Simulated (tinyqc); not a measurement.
Narrowing against degeneracy: heavy doping: gap narrowing, degeneracy and the minority density.

F_j(eta) = (1/Gamma(j + 1)) integral_0^infinity x^j dx/(1 + exp(x - eta)), which tends to exp(eta) for eta << 0.

Empirical narrowing (Slotboom form, constants chosen for the exercise; published fits of this form give the apparent narrowing, here it is taken as the true one): dEg = E0 [ln(N/N0) + sqrt(ln(N/N0)^2 + C)].

Majority: N = Nc F_1/2(eta), eta the distance of EF beyond the majority band edge in kT. Degeneracy factor gam = F_1/2(eta)/exp(eta). ni0^2 = Nc Nv exp(-Eg/kT); product n p = ni0^2 gam exp(dEg/kT), dEg the true narrowing; apparent narrowing dEa = dEg + kT ln gam; minority density = n p/N.

Constants: kB = 8.617333262e-05 eV/K.

Parameters, chosen for this exercise (gap and densities of states near those of Si at this temperature; narrowing constants near the fits for Si; not measured data):
- Eg = 1.109 eV (gap)
- Nc = 4.28e+19 1/cm^3 (conduction-band density of states)
- Nv = 1.89e+19 1/cm^3 (valence-band density of states)
- T = 400 K
- E0 = 6.41 meV (narrowing scale)
- N0 = 1.2e+17 1/cm^3 (onset density)
- C = 0.5 (smoothing constant)

N takes the values listed; the last column is N over the factor gam exp(dEg/kT), the doping that a simple model would need to give the same minority density.

Results:

| N (1/cm^3) | eta | gam | dEg (meV) | dEa (meV) | minority (1/cm^3) | effective doping (1/cm^3) |
|---|---|---|---|---|---|---|
| 1.0e+17 | -6.06 | 0.999 | 3.5 | 3.5 | 9.53e+07 | 9.04e+16 |
| 4.0e+17 | -4.67 | 0.997 | 16.7 | 16.6 | 3.48e+07 | 2.47e+17 |
| 1.0e+18 | -3.75 | 0.992 | 27.9 | 27.6 | 1.92e+07 | 4.49e+17 |
| 4.0e+18 | -2.34 | 0.968 | 45.4 | 44.3 | 7.78e+06 | 1.11e+18 |
| 1.0e+19 | -1.37 | 0.921 | 57.1 | 54.2 | 4.15e+06 | 2.07e+18 |
| 4.0e+19 | 0.26 | 0.722 | 74.7 | 63.5 | 1.36e+06 | 6.34e+18 |
| 1.0e+20 | 1.65 | 0.449 | 86.5 | 58.9 | 4.75e+05 | 1.81e+19 |
| 3.0e+20 | 4.22 | 0.103 | 100.5 | 22.0 | 5.44e+04 | 1.58e+20 |
| 9.0e+20 | 9.12 | 0.00230 | 114.6 | -94.8 | 612 | 1.41e+22 |

What can be read from this table?

dEg grows steadily to 114.6 meV, while the apparent value peaks at 63.5 meV for N = 4e+19 and falls to -94.8 meV as the Fermi level enters the band (a negative value is not met in measurements: parabolic bands with a fixed mass overstate the filling). N grows by a factor 40 from the third to the sixth row and the effective doping by 14.1.

Computed by tinyqc, a small Python program: `OMP_NUM_THREADS=1 python tinyqc.py 1680729 1680730 out.jsonl` (the numbers bound the seed that draws the inputs); one thread of a shared host (Intel(R) Xeon(R) Processor @ 2.30GHz), about 0.01 s for the whole set of steps.
